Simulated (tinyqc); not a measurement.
Frequency dispersion of an accumulation capacitance by border traps, distributed model: one step of the calculation.

Traps spread evenly through the insulator exchange electrons with the semiconductor by tunnelling, with tau(x) = t0 exp(2 ka x) at depth x from the interface. The admittance per area Y seen at depth x obeys dY/dx = -Y^2/(i w eps0 eox) + q Nb ln(1 + i w tau)/tau, with Y(0) = i w Cs and w = 2 pi f; the gate sees Y(tox) = G + i w C. Working variable y = Y/(i w), in uF/cm^2. Cox = eps0 eox/tox.

Problem. Capacitance and conductance at the gate. Beyond xe the traps are ignored, so 1/y(tox) = 1/y(xe) + (tox - xe)/(eps0 eox); C = Re y, G/w = -Im y, loss tangent G/(w C).

Parameters, values chosen for the exercise; permittivity close to that of zirconium oxide:
- eox = 22.2 (relative permittivity of the insulator)
- tox = 4.8 nm (insulator thickness)
- xe = 2.9 nm (depth down to which the steps are taken)

Constants: eps0 = 8.8541878128e-14 F/cm where lengths are in cm. Results are converted to the units shown.

y at xe = 3.7525102-0.0516992i uF/cm^2

Give: y at the gate; C; G/w; loss tangent.

Solution.

y at the gate = 2.7538-0.0278i uF/cm^2
C = 2.7538 uF/cm^2
G/w = 0.027840 uF/cm^2
loss tangent = 0.010110

Computed by the program tinyqc: `OMP_NUM_THREADS=1 python tinyqc.py 2202062 2202063 out.jsonl`, one thread of a shared Intel Xeon 2.30GHz, about 0.4 s for the whole run.
